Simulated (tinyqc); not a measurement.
Ground and coupling capacitance from two measurements.

Question. A line has Cg to the planes and Cc to each of two neighbours. Find Cg, Cc, the load when both neighbours switch in antiphase, and the pulse on the line when it floats and both neighbours swing by Vx.

Inputs (values chosen for the exercise): swing Vx = 0.8 V.

capacitance with neighbours driven alike and with neighbours grounded (aF/um): 31  127

Solution. Driven alike, Cc carries no charge, which leaves Cg; grounded neighbours give Cg + 2 Cc, antiphase Cg + 4 Cc; a floating line divides the swing as 2 Cc/(Cg + 2 Cc).

Cg = 31.00 aF/um
Cc = 48.00 aF/um
load in antiphase = 223.0 aF/um
pulse = 0.6047 V

Numbers from tinyqc (`OMP_NUM_THREADS=1 python tinyqc.py 2790226 2790227 out.jsonl`; about 1 s on one thread of a shared Intel Xeon 2.30GHz).
